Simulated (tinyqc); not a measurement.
# Changing the filling n per spin orbital

Model: Stoner model of a band magnet at zero temperature. Computed by tinyqc, a small Python program. Command: `OMP_NUM_THREADS=1 python tinyqc.py 3004425 3004426 out.jsonl stoner sweep`. One thread of a shared host (Intel(R) Xeon(R) Processor @ 2.30GHz), about 0.03 s of CPU time with the checks.

Five orbitals per spin share one band; u = (E - E_bottom)/W runs from 0 to 1, and the states per spin, atom and energy are g = 5 d(u)/W with d = (3/2) sqrt(u). N(u) is the integral of d from 0. The moment m = n_up - n_down (electrons per atom) moves the fillings to n +/- m/10; the energy is E(m) = E_band(m) - I m^2/4.

Inputs (values chosen for the exercise, for a model d band):

| quantity | value | unit |
|---|---|---|
| band width W | 4.4 | eV |
| Stoner parameter I | 0.963 | eV |
| start moment m0 | 0.52 | mu_B |
| largest number of steps | 600 | - |

Density of states: free-electron (square root).

Method. Solve N(u_F) = n; g_F = 5 d(u_F)/W; the Stoner product is I g_F. Split the bands by Delta = I m, find the common Fermi level that keeps 10 n electrons, and read m(out) = 5 [N(u + Delta/(2W)) - N(u - Delta/(2W))], N clipped to 0 and 1. Start from m0 (at most 0.9 m_max, m_max = 10 min(n, 1 - n)); stop when m changes by less than 1e-8; moments under 1e-5 count as 0.

One run for each value:

| filling n per spin orbital | moment m (mu_B) | Stoner product I g_F | g_F (1/eV) |
|---|---|---|---|
| 0.08 | 0.000 | 0.707 | 0.734 |
| 0.16 | 0.000 | 0.891 | 0.925 |
| 0.25 | 1.552 | 1.034 | 1.074 |
| 0.33 | 3.177 | 1.134 | 1.178 |
| 0.42 | 4.200 | 1.229 | 1.277 |
| 0.58 | 4.200 | 1.369 | 1.422 |
| 0.67 | 3.300 | 1.436 | 1.492 |
| 0.75 | 2.500 | 1.491 | 1.549 |
| 0.84 | 1.600 | 1.549 | 1.608 |
| 0.92 | 0.800 | 1.596 | 1.658 |

What does the table show, and why?

Over the rows, moment m (mu_B) goes from 0 through a maximum among these rows, 4.20 at 0.420, to 0.800; Stoner product I g_F rises from 0.707 to 1.60 (exponent d ln y / d ln x about 0.33 throughout); g_F (1/eV) rises from 0.734 to 1.66 (exponent d ln y / d ln x about 0.33 throughout). Rows at saturation, m = 10 min(n, 1 - n): 6 of 10; there the moment changes by one mu_B per electron, the Slater-Pauling slope. The filling sets I g_F through the shape of the band. Left out: 0.500 (half filling).

Extremes, crossings and ranges named in words are read from the listed rows.
